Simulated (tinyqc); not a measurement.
Tight binding, honeycomb lattice, step by step. One step of it, computed by the program tinyqc.

Question. Levels at k. Diagonalise the Hermitian matrix.

H(k) at k (eV):
```
                     A                    B
A             0.078352  -3.288359+4.021517i
B  -3.288359-4.021517i            -2.361648
```

Give: eigenvalues; weights |c|^2 of the basis functions.

Answer.

eigenvalues (eV): -6.4778  4.1945

weights |c|^2 of the basis functions:
```
   band 1  band 2
A  0.3857  0.6143
B  0.6143  0.3857
```
